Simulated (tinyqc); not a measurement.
A chain with a side-coupled site and dephasing by Buettiker voltage probes: one step of the calculation.

Sites 1 to 3 form a chain with hopping -t, and site 4 hangs on site 2 by -ts. Lead L joins site 1 and lead R site 3, both semi-infinite chains with hopping -t and site energy 0. Every site carries a probe with self-energy -i Gamma_p/2 that draws no net current. Linear response at zero temperature: mu_L = 1, mu_R = 0 in units of the bias.

Question. Transmissions between terminals. With Gamma the broadening by one lead, T_RL = Gamma^2 |G_(3,1)|^2, T_pL = Gamma Gamma_p |G_(p,1)|^2, T_pR = Gamma Gamma_p |G_(p,3)|^2, T_pq = Gamma_p^2 |G_(p,q)|^2 for p != q.

Inputs (values chosen for the exercise):
- gp = 0.32 eV (probe broadening Gamma_p)

G (1/eV):
```
                       1                     2                      3                      4
1   0.0141599-0.6790130i  0.2122654+0.0073487i  -0.0118546+0.1827262i  -0.0270983+0.7827286i
2   0.2122654+0.0073487i  0.0010907-0.2463550i   0.2122654+0.0073487i   0.9084340+0.0040219i
3  -0.0118546+0.1827262i  0.2122654+0.0073487i   0.0141599-0.6790130i  -0.0270983+0.7827286i
4  -0.0270983+0.7827286i  0.9084340+0.0040219i  -0.0270983+0.7827286i  -0.0148309-2.9001495i
```

Gamma = 1.9987746 eV

Give: T_RL; T_pL; T_pR; T_pq.

Answer.

T_RL = 0.1340

```
probe    T_pL    T_pR
1      0.2950  0.0214
2      0.0289  0.0289
3      0.0214  0.2950
4      0.3923  0.3923
```

T_pq:
```
         1        2        3        4
1  0.00000  0.00462  0.00343  0.06281
2  0.00462  0.00000  0.00462  0.08451
3  0.00343  0.00462  0.00000  0.06281
4  0.06281  0.08451  0.06281  0.00000
```

Program tinyqc, `OMP_NUM_THREADS=1 python tinyqc.py 2700011 2700012 out.jsonl`; Intel Xeon 2.30GHz, shared host, one thread, about 0.01 s.
